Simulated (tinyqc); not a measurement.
Relaxation at fixed composition: composition and strain of an epitaxial Si(1-x)Ge(x) layer from Raman and X-ray peaks. Computed by tinyqc, a small Python program. Command: `OMP_NUM_THREADS=1 python tinyqc.py 3025911 3025912 out.jsonl epiraman walk`. One thread of a shared host (Intel(R) Xeon(R) Processor @ 2.30GHz), about 0.01 s of CPU time with the checks.

A (001) layer, biaxially strained in the plane. The Raman peaks follow empirical lines omega = w0 + c1 x + c3 x^3 + b eps (c3 for Si-Ge alone), with eps the in-plane strain.

Inputs (values chosen for the exercise, modelled on silicon-germanium):

| quantity | value | unit |
|---|---|---|
| Ge fraction x | 0.11 | - |
| lattice constant of Si | 5.431 | angstrom |
| lattice constant of Ge | 5.658 | angstrom |
| bowing B | 0.025 | angstrom |
| 2 C12/C11 of Si | 0.767 | - |
| 2 C12/C11 of Ge | 0.749 | - |
| Si-Si: w0 | 520.7 | 1/cm |
| Si-Si: c1 | -63.7 | 1/cm |
| Si-Si: strain coefficient b | -737 | 1/cm |
| Ge-Ge: w0 | 280.4 | 1/cm |
| Ge-Ge: c1 | 19.9 | 1/cm |
| Ge-Ge: strain coefficient b | -479 | 1/cm |
| X-ray wavelength | 1.540598 | angstrom |

Substrate: silicon.

Method:
- Relaxed lattice constant a(x) = a_Si + (a_Ge - a_Si) x - B x (1 - x).
- In-plane constant a_par = a_sub + R (a(x) - a_sub); eps = a_par/a(x) - 1; eps_perp = -(2 C12/C11) eps with 2 C12/C11 linear in x; a_perp = a(x) (1 + eps_perp).
- (004) Bragg angle theta = arcsin(2 lambda/a), with a = a_perp for the layer and a_sub for the substrate; separation = layer less substrate. The apparent x is the one that a fully strained layer (R = 0) would need to give the same a_perp.

Signatures:

| R | eps (per mille) | Si-Si (1/cm) | Ge-Ge (1/cm) | a_perp (angstrom) | (004) separation (arcsec) | apparent x if R = 0 is assumed |
|---|---|---|---|---|---|---|
| 0.00 | -4.1299 | 516.74 | 284.57 | 5.4708 | -1030.8 | 0.11000 |
| 0.15 | -3.5104 | 516.28 | 284.27 | 5.4682 | -964.4 | 0.10293 |
| 0.30 | -2.8909 | 515.82 | 283.97 | 5.4656 | -897.8 | 0.09585 |
| 0.50 | -2.0649 | 515.21 | 283.58 | 5.4621 | -809.0 | 0.08639 |
| 0.70 | -1.2390 | 514.61 | 283.18 | 5.4587 | -720.0 | 0.07691 |
| 0.85 | -0.6195 | 514.15 | 282.89 | 5.4561 | -653.2 | 0.06979 |
| 1.00 | 0.0000 | 513.69 | 282.59 | 5.4535 | -586.3 | 0.06265 |

Full relaxation moves the Si-Si peak by -3.04 per cm and shrinks the X-ray separation to 57 % of its strained value, about 1/(1 + 2 C12/C11). A symmetric reflection alone cannot part x from R: a relaxed layer read as strained gives x = 0.063 in place of 0.11. An asymmetric reflection or a second peak is needed.

Extremes, crossings and ranges named in words are read from the listed rows.
